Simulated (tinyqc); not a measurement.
Inside a calculation. Method: Pariser-Parr-Pople SCF with singles CI, for the molecule C1=CC=CN=CC=C1 (SMILES; centres numbered as the heavy atoms are written). One step of it, computed by the program tinyqc.

Problem. PPP integrals. Mataga-Nishimoto: gamma = 14.399645/(R + a), a = 2 x 14.399645/(gamma_rr + gamma_ss); H_rr = -W_r - sum_(s != r) z_s gamma_rs; H_rs = beta for bonds.

Centres (angstrom, eV; a flat drawing with bonds scaled to 1.40 angstrom):
```
centre          x          y  core charge z          W   gamma_rr
1C       1.829000   0.000000              1  11.160000  11.130000
2C       1.293000   1.293000              1  11.160000  11.130000
3C       0.000000   1.829000              1  11.160000  11.130000
4C      -1.293000   1.293000              1  11.160000  11.130000
5N      -1.829000   0.000000              1  14.100000  12.300000
6C      -1.293000  -1.293000              1  11.160000  11.130000
7C       0.000000  -1.829000              1  11.160000  11.130000
8C       1.293000  -1.293000              1  11.160000  11.130000
```

Resonance integrals (eV):
```
i  j       beta
1  2  -2.390000
2  3  -2.390000
3  4  -2.390000
4  5  -2.510000
5  6  -2.510000
6  7  -2.390000
7  8  -2.390000
8  1  -2.390000
```

Give: repulsion gamma_rs; core matrix H.

Solution.

repulsion gamma_rs (eV), order 1C, 2C, 3C, 4C, 5N, 6C, 7C, 8C:
$$\begin{pmatrix}
11.1300 & 5.3461 & 3.7109 & 3.0815 & 2.9464 & 3.0815 & 3.7109 & 5.3461 \\
5.3461 & 11.1300 & 5.3461 & 3.7115 & 3.1247 & 2.9085 & 3.0815 & 3.7115 \\
3.7109 & 5.3461 & 11.1300 & 5.3461 & 3.7737 & 3.0815 & 2.9080 & 3.0815 \\
3.0815 & 3.7115 & 5.3461 & 11.1300 & 5.4775 & 3.7115 & 3.0815 & 2.9085 \\
2.9464 & 3.1247 & 3.7737 & 5.4775 & 12.3000 & 5.4775 & 3.7737 & 3.1247 \\
3.0815 & 2.9085 & 3.0815 & 3.7115 & 5.4775 & 11.1300 & 5.3461 & 3.7115 \\
3.7109 & 3.0815 & 2.9080 & 3.0815 & 3.7737 & 5.3461 & 11.1300 & 5.3461 \\
5.3461 & 3.7115 & 3.0815 & 2.9085 & 3.1247 & 3.7115 & 5.3461 & 11.1300
\end{pmatrix}$$

core matrix H (eV), order 1C, 2C, 3C, 4C, 5N, 6C, 7C, 8C:
$$\begin{pmatrix}
-38.3835 & -2.3900 & 0.0000 & 0.0000 & 0.0000 & 0.0000 & 0.0000 & -2.3900 \\
-2.3900 & -38.3899 & -2.3900 & 0.0000 & 0.0000 & 0.0000 & 0.0000 & 0.0000 \\
0.0000 & -2.3900 & -38.4079 & -2.3900 & 0.0000 & 0.0000 & 0.0000 & 0.0000 \\
0.0000 & 0.0000 & -2.3900 & -38.4781 & -2.5100 & 0.0000 & 0.0000 & 0.0000 \\
0.0000 & 0.0000 & 0.0000 & -2.5100 & -41.7983 & -2.5100 & 0.0000 & 0.0000 \\
0.0000 & 0.0000 & 0.0000 & 0.0000 & -2.5100 & -38.4781 & -2.3900 & 0.0000 \\
0.0000 & 0.0000 & 0.0000 & 0.0000 & 0.0000 & -2.3900 & -38.4079 & -2.3900 \\
-2.3900 & 0.0000 & 0.0000 & 0.0000 & 0.0000 & 0.0000 & -2.3900 & -38.3899
\end{pmatrix}$$
